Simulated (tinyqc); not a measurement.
# Depth and level of a trap from the time ratio

Inverse problem. For an oxide trap tc/te = exp(E/Vt) with E = E0 - dpsi - (xt/tox)(Vg - VT - dpsi), dpsi being the rise of the surface potential above its value at threshold. Find xt and E0, and the depth that would be read if dpsi were ignored.

Parameters, values chosen for the exercise: temperature T = 300 K; insulator thickness tox = 5.4 nm.

Constants: q = 1.602176634e-19 C, kB = 1.380649e-23 J/K, Vt = kB T/q. Results are converted to the units shown.

Vg - VT (V): 0.14  0.29
tc/te: 1.9668115  0.32218429
dpsi (V): 0.042691188  0.063050295

Solution. E + dpsi is a straight line in the oxide voltage Vg - VT - dpsi with slope -xt/tox and intercept E0. Ignoring dpsi assigns the motion of the bands to the trap and overstates its depth.

xt = 1.10 nm
E0 = 0.0800 eV
depth read without dpsi = 1.68 nm

Computed by the program tinyqc: `OMP_NUM_THREADS=1 python tinyqc.py 2710148 2710149 out.jsonl`, one thread of a shared Intel Xeon 2.30GHz, about 0.01 s for the whole run.
